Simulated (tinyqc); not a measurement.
Resistance of a source-drain extension with a graded tip: two steps of the calculation.

y runs along the channel, the gate covers y > 0. The doping is N0 for y < y0 and N0 10^(-(y - y0)/la) beyond, uniform over the depth xj. Sheet conductance s(y) = q mu(N) max(N - Nch, 0) xj + (for y > 0) ma Cox Vo, with mu(N) = u0 + (u1 - u0)/(1 + (N/Nr)^au) and Cox = eps0 eox/tox. Current is taken as one-dimensional; depletion of the tip, spreading and the contact are left out. The metallurgical junction lies at yj, where N = Nch.

Inputs (values chosen for the exercise); mobility law close to that of electrons in silicon: relative permittivity of the gate insulator (close to hafnium oxide) eox = 22.5; insulator thickness tox = 9.3 nm; active doping of the extension far from the gate N0 = 6.5e19 cm^-3; lateral abruptness la = 4.5 nm/decade; position under the gate where the fall begins (gate edge at 0) y0 = 4.4 nm; depth of the extension xj = 9 nm; channel doping Nch = 6e17 cm^-3; gate overdrive Vo = 0.8 V; mobility of the gate-induced layer ma = 230 cm^2/(V s); mobility at low doping u1 = 1414 cm^2/(V s); mobility at high doping u0 = 68.5 cm^2/(V s); reference doping Nr = 9.2e16 cm^-3; exponent au = 0.711; gate length Lg = 40 nm.

Constants: q = 1.602176634e-19 C, eps0 = 8.8541878128e-14 F/cm where lengths are in cm. Results are converted to the units shown.

Question 1. Sheet resistances and junction position. yj = y0 + la log10(N0/Nch); sheet resistance of the full extension 1/[q mu(N0)(N0 - Nch) xj] and of the gate-induced layer 1/(ma Cox Vo); metallurgical length Lg - 2 yj; ye is where the doped and the gate-induced conductances are equal.

Give: yj; sheet resistance of the extension; sheet resistance of the induced layer; metallurgical length; ye; N at ye.

Answer 1.

yj = 13.556 nm
sheet resistance of the extension = 1328.4 ohm/square
sheet resistance of the induced layer = 2537.1 ohm/square
metallurgical length = 12.887 nm
ye = 5.8397 nm
N at ye = 3.1116e19 cm^-3

The gate takes over 7.72 nm before the junction, where N is still 51.9 times the channel doping.

Question 2. Resistance of the overlapped part. Midpoint rule on 9 equal steps from 0 to yj: R_ov = sum h/s(y), per width.

Find: y; N; doped conductance; sheet resistance; R_ov.

Answer 2.

```
point,y (nm),N (cm^-3),doped conductance (uS),sheet resistance (ohm/square)
0,0.75313,6.5000e19,752.77,871.90
1,2.2594,6.5000e19,752.77,871.90
2,3.7657,6.5000e19,752.77,871.90
3,5.2719,4.1605e19,506.68,1110.1
4,6.7782,1.9250e19,263.45,1520.7
5,8.2845,8.9062e18,142.13,1864.7
6,9.7908,4.1207e18,77.661,2119.5
7,11.297,1.9065e18,39.228,2307.4
8,12.803,8.8209e17,11.925,2462.6
```

R_ov = 21.089 ohm um

Numbers from tinyqc (`OMP_NUM_THREADS=1 python tinyqc.py 2282253 2282254 out.jsonl`; about 0.03 s on one thread of a shared Intel Xeon 2.30GHz).
